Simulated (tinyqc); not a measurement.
Inside a calculation. Model: surface photovoltage measurement of the minority-carrier diffusion length in a wafer. Computed by tinyqc, a small Python program that keeps every step. Command: `OMP_NUM_THREADS=1 python tinyqc.py 3130080 3130081 out.jsonl spv walk`. One thread of a shared host (Intel(R) Xeon(R) Processor @ 2.30GHz), about 0.01 s of CPU time with the checks. Intermediate numbers are printed to about 6 digits and carried at full precision; extremes and crossings named in words are read from the listed rows.

Low injection, steady light, a depletion layer much thinner than 1/alpha and L. The excess density dn is taken at the front edge of the neutral region; light that reaches the back is lost.

Inputs (values chosen for the exercise, modelled on p-type silicon at room temperature):
```
quantity                                             value               unit
diffusion length L                                      44         micrometre
wafer thickness W                                      775         micrometre
diffusivity D                                         26.4             cm^2/s
front recombination velocity S_f                     15000               cm/s
back recombination velocity S_b                      11000               cm/s
photon flux entering                               1.2e+11         1/(cm^2 s)
minority density at the surface barrier scale n_0  4.6e+10             1/cm^3
temperature T                                          298                  K
wavelength                                             880                 nm
relative noise of each reading                           0                  %
diffusion length after pair splitting over L          0.77                  -
iron factor C                                      1.1e+16  micrometre^2/cm^3
```

Constants: k_B = 8.617333262e-05 eV/K.

## One wavelength

alpha = (84.732/lambda - 76.417)^2 per cm with lambda in micrometre (an empirical fit for silicon between 0.7 and 1.05 micrometre). Thick wafer: dn = Phi L/((S_f + D/L)(L + 1/alpha)). Finite wafer, with s = S_b L/D, w = W/L, a = alpha L: dn = [Phi a/(a^2 - 1)] [a - B - exp(-alpha W)(a - s)/(cosh w + s sinh w)]/(S_f + B D/L), B = (sinh w + s cosh w)/(cosh w + s sinh w). Photovoltage V = (k_B T/e) ln(1 + dn/n_0). Lifetime = L^2/D.

alpha = 394.792 1/cm

penetration depth 1/alpha = 25.3298 micrometre

dn, thick wafer = 3.62656e+06 1/cm^3

B = 1

dn, finite wafer = 3.62656e+06 1/cm^3

photovoltage V = 0.00202446 mV

lifetime = 0.733333 microsecond

## The linear plot

normal deviates g for the noise: 2.42  -0.48  -1.74  0.50  0.70  0.28  -0.67

Readings y = (Phi/dn) (1 + noise x g) at 780, 830, 880, 920, 950, 975 and 995 nm; a least-squares line y = c (1/alpha + L_app) gives L_app = intercept/slope.

Readings:
```
lambda (nm)  1/alpha (micrometre)  y (cm/s)  line (cm/s)
780                         9.636   25599.2      25599.2
830                        15.176   28243.1      28243.1
880                        25.330   33089.2      33089.2
920                        40.658   40404.8      40404.8
950                        61.278   50246.5      50246.5
975                        90.917   64392.3      64392.3
995                       130.888   83469.1      83469.1
```

slope = 477.273 cm/(s micrometre)

apparent length L_app = 44.0000 micrometre

error of L_app (rounded to 0.001) = 0 %

At W/L = 17.6 the finite thickness shifts L_app by less than 0.05 %. S_f scales all readings alike and leaves L_app unchanged.

## Where the wafer is too thin

No noise; L is varied at fixed W, and the last two columns set S_b to 0 and to 1e7 cm/s.

Apparent length (micrometre):
```
L           W/L  given S_b      S_b = 0  S_b = 1e7
38.8    19.9742     38.800  3.88000e+01     38.800
77.5    10.0000     77.500  7.75001e+01     77.500
155.0    5.0000    154.915  1.55100e+02    154.887
232.0    3.3405    230.299  2.33971e+02    229.923
388.0    1.9974    362.700  4.17454e+02    359.551
620.0    1.2500    488.309  7.94476e+02    479.049
1010.0   0.7673    580.699  1.75591e+03    564.618
1630.0   0.4755    627.724  4.06370e+03    607.412
3100.0   0.2500    652.152  1.19646e+04    629.442
```

With a fast back surface L_app levels off, at 629 micrometre in the last row; with a passive one it reaches up to 3.86 times L among these rows and is 12000 in the last. All three columns are within 5 % of L down to W/L = 3.3.

## Iron from two lengths

Splitting iron-boron pairs in boron-doped silicon shortens L; with nothing else changing, [Fe] = C (1/L_after^2 - 1/L^2). It is evaluated with the true lengths and with the apparent ones (without noise), which differ when the wafer is not thick against L.

L_after = 33.88 micrometre

[Fe] from the true lengths = 3.90128e+12 1/cm^3

[Fe] from the apparent lengths = 3.90128e+12 1/cm^3

bias, apparent over true less 1 (rounded to 0.001) = 0 %

Checks made by the program: dn against a finite-difference solution (relative difference 1e-05).
